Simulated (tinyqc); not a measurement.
# Changing the Ge fraction x

Model: composition and strain of an epitaxial Si(1-x)Ge(x) layer from Raman and X-ray peaks. Computed by tinyqc, a small Python program. Command: `OMP_NUM_THREADS=1 python tinyqc.py 3010586 3010587 out.jsonl epiraman sweep`. One thread of a shared host (Intel(R) Xeon(R) Processor @ 2.30GHz), about 0.01 s of CPU time with the checks.

A (001) layer, biaxially strained in the plane. The Raman peaks follow empirical lines omega = w0 + c1 x + c3 x^3 + b eps (c3 for Si-Ge alone), with eps the in-plane strain.

Inputs (values chosen for the exercise, modelled on silicon-germanium):
```
quantity                        value      unit
degree of relaxation R              0         -
Ge fraction y of the buffer      0.83         -
lattice constant of Si          5.431  angstrom
lattice constant of Ge          5.658  angstrom
bowing B                        0.029  angstrom
2 C12/C11 of Si                 0.774         -
2 C12/C11 of Ge                  0.75         -
Si-Si: w0                       520.5      1/cm
Si-Si: c1                       -64.2      1/cm
Si-Si: strain coefficient b      -720      1/cm
Si-Ge: w0                       400.1      1/cm
Si-Ge: c1                        23.7      1/cm
Si-Ge: c3                       -35.8      1/cm
Si-Ge: strain coefficient b      -605      1/cm
Ge-Ge: w0                       280.2      1/cm
Ge-Ge: c1                        19.6      1/cm
Ge-Ge: strain coefficient b      -432      1/cm
X-ray wavelength             1.540598  angstrom
```

Substrate: relaxed alloy buffer.

Method:
- Relaxed lattice constant a(x) = a_Si + (a_Ge - a_Si) x - B x (1 - x).
- In-plane constant a_par = a_sub + R (a(x) - a_sub); eps = a_par/a(x) - 1; eps_perp = -(2 C12/C11) eps with 2 C12/C11 linear in x; a_perp = a(x) (1 + eps_perp). The buffer has a_sub = a(y).
- Insert x and eps in the three lines; the strain part is b eps.
- Bragg angle theta = arcsin(2 lambda/a) for (004), for the substrate with a_sub and the layer with a_perp; separation in arc seconds.

One run for each value; columns: (1) Ge fraction x; (2) Si-Si peak (1/cm); (3) Si-Ge peak (1/cm); (4) Ge-Ge peak (1/cm); (5) in-plane strain eps (per mille); (6) separation, layer less substrate (arcsec):
```
(1)     (2)    (3)    (4)    (5)   (6)
0.08  493.1  383.3  268.4  30.90  7689
0.18  489.5  387.8  272.1  27.02  6683
0.29  485.6  392.4  276.1  22.67  5568
0.40  481.7  396.3  280.2  18.22  4445
0.50  478.2  398.9  283.9  14.10  3418
0.60  474.8  400.6  287.7   9.91  2387
0.71  471.2  401.0  291.9   5.21  1247
0.92  464.3  396.4  299.9  -3.97  -938
```

Over the rows, Si-Si peak (1/cm) falls from 493 to 464 (exponent d ln y / d ln x -0.0091 between the first rows and -0.057 between the last); Si-Ge peak (1/cm) goes from 383 through a maximum among these rows, 401 at 0.710, to 396; Ge-Ge peak (1/cm) rises from 268 to 300 (exponent d ln y / d ln x 0.017 between the first rows and 0.11 between the last). Composition and strain both change with x. The Si-Si peak moves by -34.3 per cm per unit x on average, against c1 = -64.2 without strain: eps moves towards compression as x grows, which offsets part of the fall, in proportion to 1 - R. Left out: 0.820 (layer and substrate are lattice matched).

Caution (rows 0.0800, 0.180, 0.290): strains above 2 % survive only in layers a few nanometres thick, and the linear relations lose accuracy. Caution (rows 0.0800, 0.180, 0.920): near either end one of the like-atom peaks is weak, since its intensity follows the number of such bonds.

Extremes, crossings and ranges named in words are read from the listed rows.
